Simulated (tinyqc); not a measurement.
From remote-phonon mobility back to mean distance of the electrons z0 = 3/b: scattering of inversion-layer electrons by surface optical phonons of the gate insulator (remote phonon scattering). Computed by tinyqc, a small Python program. Command: `OMP_NUM_THREADS=1 python tinyqc.py 3112987 3112988 out.jsonl sophonon inv`. One thread of a shared host (Intel(R) Xeon(R) Processor @ 2.30GHz), about 0.04 s of CPU time with the checks.

One subband with the Fang-Howard envelope; insulator and channel are half-spaces, the gate is far away, and an interlayer only moves the polar surface away by t (its own modes and its permittivity contrast are left out).

Inputs (values chosen for the exercise, modelled on HfO2 on silicon): static constant of the insulator eps_0s = 22.5; intermediate constant eps_i = 6.48; optical constant eps_inf = 5.01; hbar omega_TO1 = 12.6 meV; hbar omega_TO2 = 49.4 meV; constant of the channel eps_s = 11.7; in-plane mass m = 0.192 m_0; valleys g_v = 2; sheet density n = 6.6e+11 1/cm^2; interlayer thickness t = 0.95 nm; temperature T = 150 K; mobility from other processes = 360 cm^2/(V s).

Screening by the channel electrons: none.

Constants: k_B = 8.617333262e-05 eV/K; hbar^2/(2 m_0) = 3.80998212 eV angstrom^2; e^2/(4 pi eps_0) = 14.39964548 eV angstrom; hbar = 6.582119569e-16 eV s; e = 1.602176634e-19 C; m_0 = 9.1093837015e-31 kg.

Method:
- eps(w) = eps_inf + (eps_0s - eps_i) w1^2/(w1^2 - w^2) + (eps_i - eps_inf) w2^2/(w2^2 - w^2). Surface modes solve eps(w) + eps_s = 0, a quadratic in w^2; the strength of a mode is g = 2/(w d eps/dw).
- Occupation N = 1/(exp(hbar w/(k_B T)) - 1).
- Density of states D = g_v m/(pi hbar^2); eta = E_F/(k_B T) = ln(exp(n/(D k_B T)) - 1); screening wave number q_s = e^2 D/(2 eps_0 eps_avg) x 1/(1 + exp(-eta)), eps_avg = (eps_s + eps_inf)/2; b = 3/z0.
- For a mode of strength g, without the occupation factor, Area x |M(q)|^2 = e^2 hbar w g/(2 eps_0 q) x (b/(b + q))^6 exp(-2 q t).
- Approximate momentum relaxation rate, taking tau v alike in the initial and final states: 1/tau = (m/(2 pi hbar^3)) sum over modes and over absorption (N, E' = E + hbar w) and emission (N + 1, E' = E - hbar w > 0) of [(1 - f(E'))/(1 - f(E))] int_0^(2 pi) Area |M(q)|^2 (1 - cos theta) d theta, q^2 = k^2 + k'^2 - 2 k k' cos theta, f the Fermi function; 48 midpoints in theta from 0 to pi.
- mu = (e/m) int tau E f (1 - f) dE/(k_B T int f dE), by 300 midpoints from 0 to (max(eta, 0) + 14) k_B T; Matthiessen sum with the other processes.

Question. A run gave the result below. Find the mean distance of the electrons z0 = 3/b, known to lie between 1.5 and 4.9 nm.

remote-phonon mobility = 8244.518 cm^2/(V s)

Answer.

Each step takes the trial c = (a f_b - b f_a)/(f_b - f_a), f being the result less the target and a, b, c the logarithms of the listed values; c replaces end b, the old b replaces a if the sign of f changed, and otherwise f_a is halved.

Scan of the range:
```
mean distance of the electrons z0 = 3/b (nm)  remote-phonon mobility (cm^2/(V s))
1.50                                                                       3913.8
1.83                                                                       4937.3
2.23                                                                       6418.0
2.71                                                                       8583.9
3.30                                                                      11908.0
4.02                                                                      17111.8
4.90                                                                      25505.0
```

False position (Illinois rule, in the logarithm of the input) inside the bracket:
```
step    end a    end b    trial  remote-phonon mobility (cm^2/(V s))
1     2.23000  2.71000  2.62846                              8183.90
2     2.71000  2.62846  2.64066                              8242.87
3     2.71000  2.64066  2.64132                              8246.06
4     2.64066  2.64132  2.64100                              8244.52
5     2.64132  2.64100  2.64100                              8244.52
```

Remote-phonon mobility rises at every point of a 13-point scan of the range (every second point is shown), so one value fits; it is bracketed by 2.23 and 2.71. Answer: mean distance of the electrons z0 = 3/b = 2.641 nm.

Caution: a relaxation time is only an approximation for inelastic scattering, and static or no screening brackets the true dynamic screening only roughly.
